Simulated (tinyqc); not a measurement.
# Chemical vapour deposition: Grove model, boundary layer, depletion and step coverage, step by step

A worked calculation. Computed by tinyqc, a small Python program that keeps every step. Command: `OMP_NUM_THREADS=1 python tinyqc.py 3016038 3016039 out.jsonl cvd walk`. One thread of a shared host (Intel(R) Xeon(R) Processor @ 2.30GHz), about 0.01 s of CPU time with the checks. Intermediate numbers are printed to about 6 digits and carried at full precision; extremes and crossings named in words are read from the listed rows.

A precursor diffuses to the surface and reacts there at first order; each molecule that reacts adds one formula unit of film.

Inputs (values chosen for the exercise, close to those used for silicon dioxide from an alkoxysilane):
```
quantity                                            value                unit
prefactor k0 of k_s                               3.5e+11                cm/s
activation energy E                                  1.98                  eV
temperature T                                         650                   C
total pressure p                                      760                torr
mole fraction of the precursor Y                    0.014                   -
gas diffusivity D0 at 273.15 K and 760 torr          0.59              cm^2/s
film density N                                    2.2e+22  formula units/cm^3
precursor mass M                                      208                   u
trench width w                                        0.3                  um
aspect ratio of the trench                             20                   -
gas velocity U                                         12                cm/s
kinematic viscosity nu0 at 273.15 K and 760 torr     0.66              cm^2/s
susceptor length L                                     56                  cm
channel height b                                      5.4                  cm
```

Reactor: horizontal, atmospheric.

Constants: k_B = 1.380649e-23 J/K; u = 1.6605390666e-27 kg; k_B = 8.617333262e-05 eV/K.

## Gas-phase and surface constants

k_s = k0 exp(-E/(k_B T)); C_g = Y p/(k_B T), 1 torr = 133.322 Pa; D = D0 (T/273.15)^1.75 (760/p). Temperatures in kelvin are T(C) + 273.15. Mean speed c = sqrt(8 k_B T/(pi M)); reactive sticking probability beta = 4 k_s/c.

surface rate constant k_s = 5.42750 cm/s

precursor density C_g = 1.11298e+17 1/cm^3

gas diffusivity D = 4.97023 cm^2/s

mean speed c = 30654.3 cm/s

sticking probability beta = 7.08220e-04

## Boundary layer

nu = nu0 (T/273.15)^1.75 (760/p); Re = U L/nu; mean boundary layer delta = (2/3) L/sqrt(Re), at most b/2; h_g = D/delta.

Reynolds number Re = 120.865

boundary layer delta = 2.7 cm

mass-transfer coefficient h_g = 1.84083 cm/s

Caution: the boundary layer is capped at b/2, so U, L and nu no longer affect h_g.

## Growth rate at the inlet

Fluxes in series: C_s = C_g/(1 + k_s/h_g); growth rate G = k_s h_g/(k_s + h_g) C_g/N; 1 cm/s = 6e8 nm/min.

ratio k_s/h_g = 2.94840

C_s/C_g = 0.253267

growth rate G at the inlet = 4172.48 nm/min

Reaction and transport resist to a similar degree. Caution: a growth rate above 1 um/min is far higher than usual for an oxide or nitride film.

## Depletion along the susceptor

Plug flow: U b dC/dx = -k_eff C with k_eff = k_s h_g/(k_s + h_g), so C falls as exp(-k_eff x/(U b)); the used share of the precursor is 1 - C(L)/C(0).

k_eff = 1.37461 cm/s

depletion length = 47.1408 cm

rate at the outlet over rate at the inlet = 0.304851

rate at the outlet = 1271.99 nm/min

69.5 % of the precursor is used.

## Reaction control against transport control

The formulas are those given above.

Rates:
```
T (C)   k_s (cm/s)  h_g (cm/s)   G (nm/min)  reaction limit (nm/min)  transport limit (nm/min)
450    5.55967e-03     1.20070  2.14439e+01              2.15431e+01                   4652.60
500    4.33949e-02     1.34973  1.52377e+02              1.57276e+02                   4891.85
550    2.63886e-01     1.50617  7.64387e+02              8.98310e+02                   5127.25
600    1.30499e+00     1.66990  2.35086e+03              4.18800e+03                   5359.10
650    5.42750e+00     1.84083  4.17248e+03              1.64746e+04                   5587.65
700    1.94978e+01     2.01883  5.26770e+03              5.61428e+04                   5813.13
750    6.18143e+01     2.20384  5.82794e+03              1.69293e+05                   6035.72
800    1.75994e+02     2.39575  6.17161e+03              4.59543e+05                   6255.62
850    4.56508e+02     2.59449  6.43638e+03              1.13894e+06                   6472.96
```

The apparent activation energy of G is 1.89 eV between the first rows and 0.09 eV between the last, against E = 1.98 eV. k_s passes h_g between 600 and 650 C, where control shifts from the surface to the gas. In the reaction limit the slope is E - k_B T, because C_g falls as 1/T; any further lowering comes from transport.

## Step coverage in a trench

In a long trench of width w and depth l = aspect ratio x w: Knudsen diffusivity D_K = (2w) c/3 (hydraulic diameter 2w), combined as 1/D_e = 1/D_K + 1/D; D_e d2C/dz2 = 2 k_s C/w with D_e dC/dz = -k_s C at the floor. With m = sqrt(2 k_s/(w D_e)): C(floor)/C(top) = 1/[cosh(m l) + (k_s/(D_e m)) sinh(m l)].

Knudsen diffusivity D_K = 0.613086 cm^2/s

effective diffusivity D_e = 0.545765 cm^2/s

modulus m l = 0.488543

step coverage = 0.886575

Gas collisions matter in the trench as well as wall collisions. Caution: the hydraulic-diameter form of D_K is rough for a slit.

Checks made by the program: step coverage against a numerical boundary-value solution (relative difference below 1e-10).
